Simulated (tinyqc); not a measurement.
Saturation velocity and mobility from two gate lengths.

Problem. Isat = Cox vsat Vg (x - 1)/(x + 1) per width, x = sqrt(1 + 2 mu Vg/(m vsat L)), with no series resistance and the same overdrive Vg and mu at both lengths. Find vsat and mu.

Values chosen for this exercise:
- Cox = 1.1 uF/cm^2 (gate capacitance)
- m = 1.28 (body factor)

Vg = 1.52 V
Isat at L = 0.25 and 1.2 um (uA/um): [560.49720, 212.72266]

Answer. The ratio of the currents depends on c = 2 mu Vg/(m vsat) alone and falls steadily from L2/L1 to 1 as c grows, so it fixes c; either current then gives vsat.

vsat = 9.30e6 cm/s
mu = 345 cm^2/(V s)

Numbers from tinyqc (`OMP_NUM_THREADS=1 python tinyqc.py 2500067 2500068 out.jsonl`; about 0.01 s on one thread of a shared Intel Xeon 2.30GHz).
